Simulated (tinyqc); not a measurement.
# A barrier in a uniform field, exact transmission by Airy functions: two studies

The left lead has its band edge at 0, the barrier edge falls as U(x) = U0 - F x with F = V/d for 0 < x < d, and the right lead has its edge at -V. No transverse momentum; C = hbar^2/(2 m0); psi and psi'/m are continuous. M carries (psi, psi'/m) across the barrier.

Parameters, values chosen for the exercise; masses and offsets close to those of InGaAs wells and InP barriers; the mass of the right lead is set freely: mass in the left lead mL = 0.041 m0; barrier edge at x = 0 U0 = 0.24 eV; mass in the barrier m1 = 0.082 m0; electron energy E = 0.073 eV; barrier width d = 11.6 nm; voltage across the barrier V = 0.14 V; mass in the right lead mR = 0.055 m0.

Constants: q = 1.602176634e-19 C, hbar = 1.054571817e-34 J s, m0 = 9.1093837015e-31 kg, hbar^2/(2 m0) = 0.0380998212 eV nm^2. Results are converted to the units shown.

Each table varies one quantity; the others keep the values above.

## Effect of the emitter mass

Energy scale e = (C F^2/m1)^(1/3), z(x) = (U(x) - E)/e, s = (dz/dx)/m1 = -F/(e m1); v = k/m in a lead. With a = Ai, a' = Ai', b = Bi, b' = Bi' at z1 (left edge) and z2 (right edge): M11 = pi (a2 b1' - b2 a1'), M12 = (pi/s)(b2 a1 - a2 b1), M21 = pi s (a2' b1' - b2' a1'), M22 = pi (b2' a1 - a2' b1). With M acting on (psi, psi'/m) and v = k/m in each lead, T(E) = 4 vL vR/[(vL vR M12 - M21)^2 + (vR M11 + vL M22)^2]. WKB: exp(-S), S = (4/(3 F)) sqrt(m1/C) [max(U0 - E, 0)^1.5 - max(U0 - F d - E, 0)^1.5].

The same in every row: exp(-S) = 3.226e-5.

Result of one run:
```
mL (m0)  vL (1/nm)  T(E), exact  ratio
0.46         2.041     4.356e-5  1.351
```

What becomes of these results when the mass in the left lead mL is changed from 0.46 to 0.026 m0, all else the same?

Result of the changed run:
```
mL (m0)  vL (1/nm)  T(E), exact  ratio
0.026        8.584     8.023e-5  2.487
```

The whole series:
```
mL (m0)  vL (1/nm)  T(E), exact  ratio
0.018        10.32     7.623e-5  2.363
0.026        8.584     8.023e-5  2.487
0.04         6.921     8.172e-5  2.534
0.06         5.651     7.973e-5  2.472
0.09         4.614     7.482e-5  2.320
0.13         3.839     6.856e-5  2.125
0.2          3.095     6.006e-5  1.862
0.3          2.527     5.182e-5  1.606
0.46         2.041     4.356e-5  1.351
```

WKB does not see the lead: exp(-S) stays at 3.23e-5. The ratio of exact to WKB goes from 2.36 through a maximum of 2.53 (at mL = 0.04 m0 among the rows listed) to 1.35; K/m1 at the left edge is 7.31 1/nm, and vL passes from 10.3 to 2.04 1/nm. The match at the entrance is best where vL is near K/m1.

## Exact and WKB transmission against energy

Same model as above.

Results:
```
E (eV)  T(E), exact   exp(-S)   ratio
0.012      3.265e-6  1.494e-6   2.185
0.04       1.626e-5  5.480e-6   2.968
0.068      6.391e-5  2.409e-5   2.652
0.096      2.626e-4  1.484e-4   1.769
0.124      0.001264  0.001656  0.7635
0.18         0.1030   0.09237   1.115
0.208        0.4192    0.3954   1.060
0.236        0.3067    0.9598  0.3195
0.264        0.4574     1.000  0.4574
```

Estimate the missing row, E = 0.152 eV.

Computed row:
```
E (eV)  T(E), exact  exp(-S)   ratio
0.152      0.008348  0.01454  0.5742
```

With this row back in the table: The exact T(E) moves up and down between 3.27e-6 and 0.457, and the ratio to WKB moves up and down between 0.320 and 2.97. Above U0 = 0.24 eV WKB gives 1, while the exact value is 0.457: reflection over the barrier.

Computed by the program tinyqc: `OMP_NUM_THREADS=1 python tinyqc.py 2580135 2580136 out.jsonl`, one thread of a shared Intel Xeon 2.30GHz, about 0.01 s for the whole run.
